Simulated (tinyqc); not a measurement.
Size effects in the resistivity of thin metal films and interconnect lines: one step, computed by the program tinyqc. Command: `OMP_NUM_THREADS=1 python tinyqc.py 3021480 3021481 out.jsonl size walk`. One thread of a shared host (Intel(R) Xeon(R) Processor @ 2.30GHz), about 0.01 s of CPU time with the checks.

Electrons lose their drift at surfaces (a share 1 - p of the hits) and at grain boundaries (reflection R), besides bulk scattering. The line sits in a trench with a non-conducting liner on both walls and the bottom; the spacing equals the drawn width.

Question. Surfaces. Fuchs-Sondheimer film: rho_b/rho = 1 - (3/(2 kappa))(1 - p) int_0^1 (s - s^3)(1 - exp(-kappa/s))/(1 - p exp(-kappa/s)) ds, f = rho/rho_b, kappa = thickness/lambda, 80 Gauss-Legendre points. Line: the excess of a film of thickness w_m and of a film of thickness h_m are added, rho/rho_b = 1 + (f(w_m) - 1) + (f(h_m) - 1), an estimate that holds best when both sides exceed lambda.

Inputs (values chosen for the exercise, modelled on tungsten): bulk mean free path lambda = 14.7 nm; specularity p = 0.66.

Geometry: line.

metal width w_m = 20 nm

metal height h_m = 31.6 nm

Give: kappa = w_m/lambda; f(w_m); f(h_m); rho/rho_b from surfaces.

Answer.

kappa = w_m/lambda = 1.361

f(w_m) = 1.100

f(h_m) = 1.062

rho/rho_b from surfaces = 1.162
